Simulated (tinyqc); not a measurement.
Six-transistor SRAM cell, nodal equations and margins: two steps of the calculation.

Two cross-coupled inverters (pull-down bn, pull-up bp) hold the nodes Q and QB; access transistors (ba, threshold VTn, gate on the word line at Vdd when selected) join them to the bit lines. Transistor (EKV form, voltages against the body): I = 2 n b Vt^2 [F(vp - Vs) - F(vp - Vd)] from drain to source, F(v) = ln^2(1 + exp(v/(2 Vt))), vp = (Vg - VT + sg |Vd - Vs|)/n. n-channel bodies are at 0; for the p-channel device all voltages are counted down from Vdd. b in uA/V^2 gives I in uA. For an access transistor the bit line is the drain and the node the source. In a read both bit lines are at Vdd. The cell is symmetric (no mismatch).

Values chosen for this exercise:
- T = 300 K (temperature)
- Vdd = 0.75 V (supply voltage)
- n = 1.19 (slope factor)
- sg = 0.061 (drain-induced barrier lowering)
- VTn = 0.26 V (n-channel threshold)
- VTp = 0.38 V (p-channel threshold (magnitude))
- bn = 160 uA/V^2 (gain factor of the pull-down transistor)
- ba = 110 uA/V^2 (gain factor of the access transistor)
- bp = 79 uA/V^2 (gain factor of the pull-up transistor)

Constants: q = 1.602176634e-19 C, kB = 1.380649e-23 J/K, Vt = kB T/q. Results are converted to the units shown.

Task 1. Read current and disturbance. Iread = Ia(bit line at Vdd, source Q); cell ratio bn/ba; time to pull a bit line of 20 fF down by 0.1 V at that current.

(Q, QB) (V): Q 0.10765674, QB 0.74967083

Find: Iread; cell ratio; time.

Result 1.

Iread = 7.438 uA
cell ratio = 1.455
time = 268.9 ps

Task 2. The largest square in the read butterfly. f(x) is the node voltage of one half-cell in a read for input x (In - Ip - Ia = 0). Static noise margin: side of the largest square between the curve (x, f(x)) and its mirror image (f(y), y); with h(c) the root x of f(x) - x = c, it is the maximum over c > 0 of h(c) - h(-c) + c.

c, point 0 to 6 (V): [0.13, 0.21, 0.3, 0.36, 0.43, 0.47, 0.51]

Wanted: h(c); h(-c); side.

Result 2.

h(c), point 0 to 6 (V): [0.2971, 0.2871, 0.2811, 0.2761, 0.2632, 0.2480, 0.2250]
h(-c), point 0 to 6 (V): [0.4038, 0.4455, 0.4949, 0.5314, 0.5794, 0.6091, 0.6402]
side, point 0 to 6 (V): [0.0233, 0.0516, 0.0862, 0.1047, 0.1138, 0.1089, 0.0948]

The maximum over c is 113.8 mV, the read margin; with the word line off (no Ia) the same construction gives 267.4 mV.

Program tinyqc, `OMP_NUM_THREADS=1 python tinyqc.py 2340111 2340112 out.jsonl`; Intel Xeon 2.30GHz, shared host, one thread, about 0.2 s.
